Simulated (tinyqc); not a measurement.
Comparisons within one model: Landau levels of a parabolic two-dimensional band. A value that a table varies takes the place of the one given here.

E(N, s) = (N + 1/2) hbar wc + s gs muB B with s = +/-1/2, each split by +/- Dv/2 into two valley states.

In a field B along z: l = 1/sqrt((e/hbar) B) is the magnetic length, n_B = B/(h/e) the number of states per area in one level, hbar wc = 2 muB B/m for mass m in m0; 1/angstrom^2 = 1e16/cm^2.

Each listed level takes n_B electrons. At zero temperature and without broadening EF sits in the partly filled level.

Constants: hbar^2/2m0 = 3.80998211 eV angstrom^2; e/hbar = 1.519267448e-05 1/(T angstrom^2); h/e = 413566.7697 T angstrom^2; muB = 5.788381798e-05 eV/T.

Inputs chosen for the exercise (near those of a two-dimensional electron gas in AlAs; the results hold for these values, not for the real material):
- m = 0.4558 m0 (mass)
- gs = 1.99 (g factor)
- Dv = 0.49 meV (valley splitting)
- gv = 2 (valleys)
- Bs = (2, 4, 6, 8, 10, 12, 15) T (fields)
- n = 8.6 x 1e11/cm^2 (electron sheet density)
- Bo = (6.24, 6.99, 7.95, 9.21, 10.9, 13.5, 17.6, 25.2, 44.5) T (fields)
- tilt = (0, 30, 50, 60, 68, 74, 80) degrees (tilt angles)
- Bp = 10.7 T (perpendicular component, kept fixed)
- B = 10.7 T (magnetic field)

## The fan of levels

The four lowest levels against B, with their labels in order.

Levels (meV):
```
B (T)  first  second  third  fourth            order
2.00   -0.11    0.12   0.38    0.40  0-a 0+a 0-b 1-a
4.00    0.03    0.49   0.52    0.98  0-a 0+a 0-b 0+b
6.00    0.17    0.66   0.86    1.35  0-a 0-b 0+a 0+b
8.00    0.31    0.80   1.23    1.72  0-a 0-b 0+a 0+b
10.0    0.45    0.94   1.60    2.09  0-a 0-b 0+a 0+b
12.0    0.59    1.08   1.97    2.46  0-a 0-b 0+a 0+b
15.0    0.80    1.29   2.52    3.01  0-a 0-b 0+a 0+b
```

How do the results move?

The fourth level grows as B^1.29 over the first two rows and B^0.91 over the last two (1 for a parabolic band without a fixed offset such as a valley splitting, 1/2 for massless Dirac electrons). The order of the levels changes between 2 and 4 T, between 4 and 6 T; where the fourth level changes its label, the powers above mix two states. The Zeeman gap is |gs| m/2 = 0.454 of hbar wc at every field. It equals the valley splitting at 4.3 T.

## Oscillation of the Fermi level

Fixed density, zero temperature, no broadening. At B = 0, EF = 2 pi c n/(m gv) with c = hbar^2/2m0.

Filling:
```
B (T)    nu  partly filled level  EF (meV)  filled share
6.24   5.70                  1-b      2.26          0.70
6.99   5.09                  1-b      2.51          0.09
7.95   4.47                  1-a      2.33          0.47
9.21   3.86                  0+b      1.95          0.86
10.9   3.26                  0+b      2.26          0.26
13.5   2.63                  0+a      2.25          0.63
17.6   2.02                  0+a      3.00          0.02
25.2   1.41                  0-b      1.99          0.41
44.5   0.80                  0-a      2.84          0.80
```

EF at B = 0 = 2.26 meV

How do the results move?

EF runs between 1.9 and 3.0 meV around its zero-field value of 2.3 meV. It follows a level while that level empties and falls to the next one down when nu passes a filled shell; the partly filled level changes 5 times in this table.

## Tilting the field

The cyclotron gap follows Bp, the Zeeman gap the total field Bp/cos(theta): i = |gs| muB B/(hbar wc) = |gs| m/(2 cos theta). With f the fractional part of i the gaps alternate between f and 1 - f of hbar wc. The layer is taken as strictly two-dimensional and valley splitting is left out.

Gaps:
```
theta (degrees)  B total (T)      i  f hbar wc (meV)  (1 - f) hbar wc (meV)
0                      10.70  0.454            1.233                  1.485
30                     12.36  0.524            1.423                  1.294
50                     16.65  0.706            1.917                  0.800
60                     21.40  0.907            2.465                  0.253
68                     28.56  1.211            0.573                  2.145
74                     38.82  1.645            1.754                  0.964
80                     61.62  2.612            1.662                  1.055
```

What can be read from the table?

i = 1/2 (equal gaps) falls at theta = 24.9 degrees. i = 1 (levels of opposite spin coincide) falls at theta = 63.0 degrees. Over the table i grows from 0.454 to 2.612.

## What each parameter does

The second and third levels from below, nu = n/n_B, and EF. Each row changes one parameter from the base and keeps the others.

Results:
```
case                  second level (meV)  third level (meV)    nu  EF (meV)
base                                0.99               1.73  3.32      2.22
B = 12.8 T                          1.13               2.12  2.78      2.12
m = 0.547 m0                        0.76               1.50  3.32      1.99
gs = 1.69                           1.08               1.64  3.32      2.13
Dv = 0.588 meV                      1.04               1.68  3.32      2.27
n = 7.31 x 1e11/cm^2                0.99               1.73  2.83      1.73
```

What can be read from the table?

The largest shifts from the base row, up to three for each result and ties (the steps differ in size, so this ranks the rows, not the parameters). second level (meV): m -0.23, B +0.15, gs +0.09; unchanged at the printed digits by n. third level (meV): B +0.39, m -0.23, gs -0.09; unchanged at the printed digits by n. nu: B -0.55, n -0.50; unchanged at the printed digits by m, gs and Dv. EF (meV): n -0.49, m -0.23, B -0.10.

Run: tinyqc, `OMP_NUM_THREADS=1 python tinyqc.py 1252720 1252721 out.jsonl`; Intel(R) Xeon(R) Processor @ 2.30GHz, one thread, shared host; about 0.02 s of CPU time with all checks.
